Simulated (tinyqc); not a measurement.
Deep-level transient spectroscopy: two steps of the calculation.

Schottky contact on an n-type layer with shallow donors Nd (all ionised) and a donor-like deep trap, neutral when filled and positive when empty; depletion approximation. Traps within lam of the depletion edge stay filled. A long pulse to Vp fills the traps beyond x1 = Wp - lam; back at Vr those between x1 and x2 = Wr - lam emit. A rate window reads S = C(t2) - C(t1).

Values chosen for this exercise; material values close to those of 4H silicon carbide:
- eps_r = 9.62 (relative permittivity)
- Nc = 1.7e19 cm^-3 (conduction-band density of states at 300 K)
- vth = 1.9e7 cm/s (thermal velocity at 300 K)
- Nd = 2.5e16 cm^-3 (shallow donor density)
- Vbi = 0.97 V (built-in voltage)
- Et = 0.63 eV (depth of the trap below the conduction edge)
- sn = 1.4e-17 cm^2 (capture cross-section)
- Nt = 5e14 cm^-3 (trap density)
- Vr = 1.8 V (reverse bias)
- Vp = 0 V (reverse bias during the filling pulse)
- T = 403 K (temperature of the transient)

Constants: q = 1.602176634e-19 C, kB = 1.380649e-23 J/K, eps0 = 8.8541878128e-14 F/cm where lengths are in cm. Results are converted to the units shown.

Question 1. Widths. lam = sqrt(2 eps0 eps_r (EF - ET)/(q Nd)), EF - ET = Et - (kB T/q) ln(Nc(T)/Nd), Nc(T) = Nc (T/300 K)^1.5. In the steady state at the band bending V, 2 eps0 eps_r V/q = Nd W^2 + Nt (W - lam)^2 (the second term only if W > lam). V = Vbi + Vr gives Wr and V = Vbi + Vp gives Wp; x1 = max(Wp - lam, 0).

Give: lam; Wr; Wp; x1; x2; G = (x2^2 - x1^2)/Wr^2.

Answer 1.

lam = 128.5 nm
Wr = 341.9 nm
Wp = 202.8 nm
x1 = 74.36 nm
x2 = 213.4 nm
G = (x2^2 - x1^2)/Wr^2 = 0.3424

Question 2. Peak temperature. Fixed-point step for en(T) = ew: T(new) = (Et q/kB)/ln(sn g T^2/ew), g = vth Nc/(300 K)^2.

ew = 346.57359 1/s
T at the start = 300 K

Find: T after step 1.

Answer 2.

T after step 1 = 446.2 K

tinyqc, about 0.01 s, one thread, Intel Xeon 2.30GHz (shared host): `OMP_NUM_THREADS=1 python tinyqc.py 2050174 2050175 out.jsonl`
